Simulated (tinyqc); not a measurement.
Inside a calculation. Method: FCI on RHF in the sto-6g basis, for H2, spin multiplicity 1. One step of it, computed by the program tinyqc.

Question. Integrals over molecular orbitals. (pq|rs) = sum C_ip C_jq C_kr C_ls (ij|kl), one index at a time.

coefficients C, order 1H 1s, 2H 1s:
$$\begin{pmatrix}
0.548650 & 1.214534 \\
0.548650 & -1.214534
\end{pmatrix}$$

core Hamiltonian H = T + V (hartree), order 1H 1s, 2H 1s:
$$\begin{pmatrix}
-1.126482 & -0.964437 \\
-0.964437 & -1.126482
\end{pmatrix}$$

Two-electron integrals (ij|kl) in chemists' order, unique and non-zero (hartree):
```
(11|11) 0.774999   (21|11) 0.445551   (21|21) 0.298610   (22|11) 0.570748
(22|21) 0.445551   (22|22) 0.774999
```

Give: one-electron integrals over orbitals h = C^T H C; Two-electron integrals over orbitals.

Answer.

one-electron integrals over orbitals h = C^T H C (hartree):
$$\begin{pmatrix}
-1.2588 & 0.0000 \\
0.0000 & -0.4781
\end{pmatrix}$$

Two-electron integrals over orbitals (pq|rs), unique and non-zero (hartree):
```
(11|11) 0.6751   (21|21) 0.1814   (22|11) 0.6647   (22|22) 0.6996
```
